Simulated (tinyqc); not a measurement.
# Ground and coupling capacitance from two measurements

Inverse problem. A line has Cg to the planes and Cc to each of two neighbours. Find Cg, Cc, the load when both neighbours switch in antiphase, and the pulse on the line when it floats and both neighbours swing by Vx.

Inputs (values chosen for the exercise): swing Vx = 0.7 V.

capacitance with neighbours driven alike and with neighbours grounded (aF/um): 69  119

Answer. Driven alike, Cc carries no charge, which leaves Cg; grounded neighbours give Cg + 2 Cc, antiphase Cg + 4 Cc; a floating line divides the swing as 2 Cc/(Cg + 2 Cc).

Cg = 69.0 aF/um
Cc = 25.0 aF/um
load in antiphase = 169 aF/um
pulse = 0.294 V

Numbers from tinyqc (`OMP_NUM_THREADS=1 python tinyqc.py 2790225 2790226 out.jsonl`; about 0.7 s on one thread of a shared Intel Xeon 2.30GHz).
